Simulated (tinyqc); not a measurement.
Leakage through a gate insulator: direct, Fowler-Nordheim, trap-assisted and Poole-Frenkel currents. Changing the temperature T. Computed by tinyqc, a small Python program. Command: `OMP_NUM_THREADS=1 python tinyqc.py 3026270 3026271 out.jsonl oxideleak sweep`. One thread of a shared host (Intel(R) Xeon(R) Processor @ 2.30GHz), about 0.01 s of CPU time with the checks.

Electrons enter from the cathode Fermi level at x = 0; the conduction band of the insulator lies phi_b - e F x above it, F = V/t. WKB exponents use a parabolic band with mass m.

Inputs (values chosen for the exercise, with an insulator like Si3N4): thickness t = 3.3 nm; barrier phi_b = 2.12 eV; tunnelling mass m = 0.44 m_0; static constant eps_ox = 7.04; optical constant eps_opt = 3.92; voltage across the insulator V = 1.3 V; trap depth phi_t = 1.8 eV; trap density N_t = 2.9e+17 cm^-3; attempt rate nu_0 = 7e+12 1/s; activation of capture E_a = 0.09 eV.

Constants: hbar^2/(2 m_0) = 3.80998212 eV angstrom^2; e = 1.602176634e-19 C; hbar = 1.054571817e-34 J s; k_B = 8.617333262e-05 eV/K; eps_0 = 8.8541878128e-12 F/m.

Method:
- For a level a distance phi(x) below the band, the WKB exponent is 2 int kappa dx with kappa = sqrt(m phi/(hbar^2/2m_0)); for a linear barrier from phi_1 down to phi_2 = max(phi_1 - e F d, 0) it is G = (4/3) sqrt(m/(hbar^2/2m_0)) (phi_1^(3/2) - phi_2^(3/2))/(e F).
- J_tun = e^3 F^2/(16 pi^2 hbar m phi_b) x exp(-G) / [1 - sqrt(phi_2/phi_b)]^2 with the free-electron mass in the cathode (m in m_0), phi_2 = max(phi_b - e V, 0): direct tunnelling for e V < phi_b, Fowler-Nordheim above. Image forces, back-flow and the limit on supply are left out, so J_tun is overstated below about 0.5 V.
- Equivalent oxide thickness = 3.9 t/eps_ox.
- A trap at depth x lies phi_t below the band. Capture: tunnel at the cathode Fermi level from 0 to x (G_in from phi_1 = phi_b), rate nu_0 exp(-G_in - E_c/k_B T) with E_c = E_a + max(phi_b - phi_t - e F x, 0), the last term being the height of the trap above the cathode Fermi level. Emission: tunnel from the trap level to the anode (G_out from phi_1 = phi_t over t - x), rate nu_0 exp(-G_out - E_a/k_B T). Re-emission to the cathode follows from detailed balance, rate_back = rate_in exp(dE/k_B T) with dE = phi_b - phi_t - e F x. Each trap passes R = rate_in rate_out/(rate_in + rate_back + rate_out) electrons per second; filling from the anode is left out.
- J_TAT = e N_t int_0^t R dx by the midpoint rule on 400 intervals; the most effective depth is the midpoint with the largest R, rounded to 0.01 nm.
- Poole-Frenkel emission over the lowered barrier of a charged trap: lowering sqrt(e F/(pi eps_opt eps_0)); J_PF = e N_t^(2/3) nu_0 exp(-(phi_t - lowering)/k_B T), one sheet of traps emitting with supply unlimited (an upper bound).

One run for each value; columns: (1) temperature T (K); (2) trap-assisted current J_TAT (A/cm^2); (3) Poole-Frenkel bound J_PF (A/cm^2); (4) tunnelling current J_tun (A/cm^2); (5) most effective depth (nm):
```
(1)         (2)         (3)         (4)   (5)
200  2.3676e-05  3.1991e-21  3.4980e-04  1.55
240  5.6512e-05  7.4033e-17  3.4980e-04  1.55
290  1.1960e-04  4.2839e-13  3.4980e-04  1.55
330  1.8495e-04  6.6203e-11  3.4980e-04  1.55
410  3.4235e-04  8.2711e-08  3.4980e-04  1.55
460  4.5089e-04  2.0231e-06  3.4980e-04  1.55
500  5.3992e-04  1.6476e-05  3.4980e-04  1.55
```

Give the missing row, temperature T (K) = 370.

Computed row; columns: (1) temperature T (K); (2) trap-assisted current J_TAT (A/cm^2); (3) Poole-Frenkel bound J_PF (A/cm^2); (4) tunnelling current J_tun (A/cm^2); (5) most effective depth (nm):
```
(1)         (2)         (3)         (4)   (5)
370  2.6019e-04  3.4404e-09  3.4980e-04  1.55
```

Interpolating between the two neighbouring rows (linearly) misses most in Poole-Frenkel bound J_PF (A/cm^2), by a factor of 12. Over the rows, trap-assisted current J_TAT (A/cm^2) rises from 2.37e-5 to 5.40e-4 (exponent d ln y / d ln x 4.8 between the first rows and 2.2 between the last); Poole-Frenkel bound J_PF (A/cm^2) rises from 3.20e-21 to 1.65e-5 (exponent d ln y / d ln x 55 between the first rows and 25 between the last); tunnelling current J_tun (A/cm^2) does not change. The exponent of tunnelling current J_tun stays at 0: tunnelling from the Fermi level does not depend on T in this formula. Arrhenius lines give 0.090 eV for J_TAT (E_a = 0.09 eV, more where the traps lie above the cathode Fermi level) and 1.039 eV for J_PF, the lowered depth.

Caution (all rows): the film is too thin for the Poole-Frenkel picture (the lowering is a large part of the whole drop, or the traps are further apart than the film is thick), so J_PF is only nominal.
